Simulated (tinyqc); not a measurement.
Stark shift: graded (staircase) quantum well by finite differences.

Finite differences on points z_i at the centres of cells of width h: H_ii = (c/h^2)(1/m_(i-1/2) + 1/m_(i+1/2)) + V_i, H_(i,i+1) = -(c/h^2)/m_(i+1/2), where m_(i+1/2) is the mean of the masses at the two points (the end values are repeated outwards), psi = 0 on the points beyond both ends, c = hbar^2/2m0. The field adds e F (z - z0) with z0 the middle of the structure; 1 kV/cm = 1e-5 eV/angstrom.

Constants: hbar^2/2m0 = 3.80998211 eV angstrom^2.

Inputs chosen for the exercise (out of a larger set: near those of a strained Si well in SiGe; not measured data): layers = ((18, 0.172, 0.943), (6, 0.076, 0.9313), (6, 0.019, 0.9243), (6, 0, 0.922), (6, 0.019, 0.9243), (6, 0.076, 0.9313), (18, 0.172, 0.943)) (each layer: thickness in angstrom, band edge in eV, mass in m0); hf = 0.375 angstrom (cell width of the fine grid); Fs = (0, 33.3, 66.7, 100, 133, 167, 200) kV/cm (fields).

Fine grid. Perturbation theory: dE1 = e F z_11 - beta (e F)^2 with beta = sum_j z_1j^2/(E_j - E_1) over the 13 next levels at zero field, z from z0.

Levels against field:

| F (kV/cm) | E1 (eV) | E2 (eV) | dE1 (meV) | second order (meV) | <z - z0> (angstrom) | E2 - E1 (meV) |
|---|---|---|---|---|---|---|
| 0 | 0.0478 | 0.1372 | 0.00 | 0.00 | 0.0 | 89.4 |
| 33.3 | 0.0477 | 0.1371 | -0.06 | -0.06 | -0.3 | 89.4 |
| 66.7 | 0.0475 | 0.1367 | -0.23 | -0.23 | -0.7 | 89.2 |
| 100 | 0.0473 | 0.1362 | -0.51 | -0.51 | -1.0 | 88.9 |
| 133 | 0.0469 | 0.1354 | -0.91 | -0.91 | -1.4 | 88.6 |
| 167 | 0.0463 | 0.1344 | -1.44 | -1.43 | -1.7 | 88.1 |
| 200 | 0.0457 | 0.1332 | -2.06 | -2.05 | -2.1 | 87.5 |

z_11 = 0.00 angstrom
beta = 513.2 angstrom^2/eV

At zero field the state is centred, so the shift starts as F^2; it turns linear only if the state is pulled to one side. At 200 kV/cm E1 has moved by -2.06 meV, where second order gives -2.05 meV; they differ by 0.6 % there. The electron moves by -2.1 angstrom, against the rise of the potential. From 133 kV/cm on E2 lies above the lowest point of the outer barrier, so it is a resonance or a state of the finite grid, held or pushed up by its ends. E2 - E1 shrinks with the field; the ends are 89.4 and 87.5 meV.

(tinyqc, `OMP_NUM_THREADS=1 python tinyqc.py 1251526 1251527 out.jsonl`, Intel(R) Xeon(R) Processor @ 2.30GHz, 1 thread, shared host, about 0.01 s.)
